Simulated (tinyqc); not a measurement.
Ellipsoidal valleys in the axes of a wafer and a channel: one step. Device axes and valley axes.

Valleys with axes a along x, y and z, one whole valley each; inverse mass tensor w = 1/mt + (1/ml - 1/mt) a a. Device axes: z = nz/|nz|, x = nx/|nx|, y = z cross x; in them a = (ax, ay, az). Confinement mass mz = 1/w_zz. In the plane w_ij is replaced by u_ij = w_ij - w_iz w_jz/w_zz (i, j = x, y); density-of-states mass md = 1/sqrt(det u); conductivity mass along x mc = 1/u_xx; ballistic transport mass mx = u_yy/det u, width mass my = 1/u_yy.

Inputs chosen for the exercise (near those of the X valleys of AlAs; shifted at random, so the results belong to these values and not to a real crystal):
- ml = 1.071 m0 (longitudinal mass)
- mt = 0.202 m0 (transverse mass)
- nz = (0, 0, 1) (surface normal (confinement))
- nx = (1, 1, 0) (channel direction)

Problem. Give the rows x, y, z in cubic components and each valley axis in device components.

Give: device axes; valley axes.

Solution.

device axes:
```
     [100]   [010]   [001]
x   0.7071  0.7071  0.0000
y  -0.7071  0.7071  0.0000
z   0.0000  0.0000  1.0000
```

valley axes:
```
       ax       ay      az
x  0.7071  -0.7071  0.0000
y  0.7071   0.7071  0.0000
z  0.0000   0.0000  1.0000
```

(tinyqc, `OMP_NUM_THREADS=1 python tinyqc.py 1881201 1881202 out.jsonl`, Intel(R) Xeon(R) Processor @ 2.30GHz, 1 thread, shared host, about 0.01 s.)
